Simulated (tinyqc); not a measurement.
Inside a calculation. Method: coherent transport through a tight-binding region between two chains. Computed by tinyqc, a small Python program that keeps every step. Settings: temperature = 4, mu = 0.44. Command: `OMP_NUM_THREADS=1 python tinyqc.py 30645 30646 out.jsonl` (the two numbers bound the seeds that draw the settings). One thread of a shared host (Intel(R) Xeon(R) Processor @ 2.60GHz), about 0.1 s of CPU time with the checks.

## Transmission at E = 0.58 eV

H of the central region (eV):
$$\begin{pmatrix}
0.0000 & -0.8600 & 0.0000 & 0.0000 & 0.0000 & 0.0000 \\
-0.8600 & 1.0700 & -0.8600 & 0.0000 & 0.0000 & 0.0000 \\
0.0000 & -0.8600 & 1.0700 & -0.7500 & 0.0000 & 0.0000 \\
0.0000 & 0.0000 & -0.7500 & 1.0700 & -1.8400 & 0.0000 \\
0.0000 & 0.0000 & 0.0000 & -1.8400 & 1.0700 & -0.8600 \\
0.0000 & 0.0000 & 0.0000 & 0.0000 & -0.8600 & 0.0000
\end{pmatrix}$$

Leads: semi-infinite chains with site energy 0:
```
parameter                           value
lead hopping t (eV)              1.080000
coupling to the left lead (eV)   1.440000
coupling to the right lead (eV)  1.070000
left contact site                       1
right contact site                      6
```

E = 0.5800 eV

Surface Green function g = (E - i sqrt(4 t^2 - E^2)) / (2 t^2); self-energy tc^2 g on each contact site; G = (E - H - Sigma)^(-1); Gamma = -2 Im Sigma; T = Gamma_L Gamma_R |G_LR|^2; local density of states -Im G_ii / pi.

g = 0.2486-0.8919i 1/eV

G (1/eV):
$$\begin{pmatrix}
-0.1550-0.3898i & 0.3361+0.3626i & 0.3466+0.5964i & -0.1590-0.0262i & -0.1836-0.2501i & 0.2356-0.0865i \\
0.3361+0.3626i & 0.7547-0.7501i & 1.2566-0.7900i & -0.0444+0.3439i & -0.5240+0.4136i & -0.2037-0.5002i \\
0.3466+0.5964i & 1.2566-0.7900i & 0.3694-1.0465i & 0.1337+0.2221i & -0.1150+0.4857i & -0.3517-0.1985i \\
-0.1590-0.0262i & -0.0444+0.3439i & 0.1337+0.2221i & 0.1383-0.2493i & 0.5258-0.1569i & 0.0038+0.4439i \\
-0.1836-0.2501i & -0.5240+0.4136i & -0.1150+0.4857i & 0.5258-0.1569i & 0.1869-0.2398i & 0.1443+0.1991i \\
0.2356-0.0865i & -0.2037-0.5002i & -0.3517-0.1985i & 0.0038+0.4439i & 0.1443+0.1991i & 0.0742-0.8363i
\end{pmatrix}$$

local density of states (1/eV): [0.1241, 0.2388, 0.3331, 0.0793, 0.0763, 0.2662]

transmission = 0.4759

## Transmission across the band

The same steps on a grid of energies.

T(E):
```
E (eV)          T
-2.052000  0.0011
-1.846800  0.0025
-1.641600  0.0062
-1.436400  0.0169
-1.231200  0.0461
-1.026000  0.0848
-0.820800  0.0939
-0.615600  0.0977
-0.410400  0.1188
-0.205200  0.1782
0.000000   0.3335
0.205200   0.6743
0.410400   0.7350
0.615600   0.4316
0.820800   0.2733
1.026000   0.2158
1.231200   0.2106
1.436400   0.2488
1.641600   0.3221
1.846800   0.2887
2.052000   0.0979
```

levels of the isolated region (eV): [-1.2282, -0.5949, 0.0878, 0.7505, 2.0756, 3.1894]

## Current

I = (2e/h) int T(E) [f(E - mu - V/2) - f(E - mu + V/2)] dE at 4 K with mu = 0.44 eV, the bias not changing H; 2e^2/h = 77.48092 microsiemens; the integral runs over the band on 4001 points.

Current:
```
V (volt)  I (microampere)
0.0100             0.5365
0.0500             2.6777
0.1000             5.3442
0.2000            10.5883
0.4000            20.2315
0.8000            33.8471
```
